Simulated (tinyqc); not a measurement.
Shallow donor in an anisotropic valley (effective-mass theory): sweeps and comparisons. A value that a table varies takes the place of the one given here.

One valley: H = -c [(d2/dx2 + d2/dy2)/mt + (d2/dz2)/ml] - q/(eps r), c = hbar^2/2m0, q = e^2/(4 pi eps0). Trial function exp(-sqrt((x^2 + y^2)/a^2 + z^2/b^2)) with a > b: T = (c/3)(2/(mt a^2) + 1/(ml b^2)), V = -(q/eps) atan(u/b)/u, u = sqrt(a^2 - b^2). The central cell of the impurity is left out.

Constants: hbar^2/2m0 = 3.80998211 eV angstrom^2; e^2/(4 pi eps0) = 14.39964547 eV angstrom; Ry = 13.60569312 eV; a0 (Bohr radius) = 0.5291772105 angstrom.

Inputs chosen for the exercise (near those of Ge; shifted at random, so the results belong to these values and not to a real crystal):
- mt = 0.081 m0 (transverse mass)
- eps = 15 (dielectric constant)
- xs = (1.5, 2.1, 2.9, 5.2, 8.4, 28, 74, 290) (ratios ml/mt)
- ml = 1.568 m0 (longitudinal mass)

## Mass anisotropy

mt and eps fixed, ml varied. Energies in units of Ry*(mt) = Ry mt/eps^2 and lengths in a*(mt) = a0 eps/mt; the last two columns use one mass, 3/(1/ml + 2/mt) or (ml mt^2)^(1/3).

Results:
```
ml/mt,a/a*,b/a,binding,conductivity mass,density-of-states mass
1.50,0.920,0.866,1.139,1.125,1.145
2.10,0.862,0.768,1.259,1.212,1.281
2.90,0.813,0.686,1.377,1.279,1.426
5.20,0.739,0.559,1.595,1.368,1.732
8.40,0.690,0.473,1.774,1.416,2.033
28.0,0.598,0.313,2.206,1.474,3.037
74.0,0.548,0.224,2.517,1.490,4.198
290,0.502,0.141,2.877,1.497,6.619
```

The binding grows from 1.14 to 2.88 Ry*(mt); for ml going to infinity the exact problem becomes two-dimensional, with 4 Ry*. The conductivity mass saturates at 1.5 and underbinds, by 14 % at ml/mt = 5.2; the density-of-states mass errs by +9 % there and by +130 % in the last row. With these mt and eps one unit is 4.90 meV.

## What each parameter does

The minimum of the trial energy. Each row changes one parameter from the base and keeps the others.

Results:
```
case,E (meV),a (angstrom),b (angstrom),b/a
base,-10.18,60.93,21.63,0.355
ml = 1.96 m0,-10.56,59.47,19.55,0.329
mt = 0.073 m0,-9.33,66.84,22.89,0.342
eps = 13.5,-12.57,54.84,19.46,0.355
```

The largest shifts from the base row, up to three for each result and ties (the steps differ in size, so this ranks the rows, not the parameters). E (meV): eps -2.39, mt +0.84, ml -0.38. a (angstrom): eps -6.09, mt +5.91, ml -1.46. b (angstrom): eps -2.16, ml -2.07, mt +1.26. b/a: ml -0.026, mt -0.012; unchanged at the printed digits by eps. eps only rescales the solution (E as 1/eps^2, lengths as eps), so b/a depends on ml/mt alone.

tinyqc: `OMP_NUM_THREADS=1 python tinyqc.py 1251736 1251737 out.jsonl`; about 0.01 s, one thread, shared Intel(R) Xeon(R) Processor @ 2.30GHz.
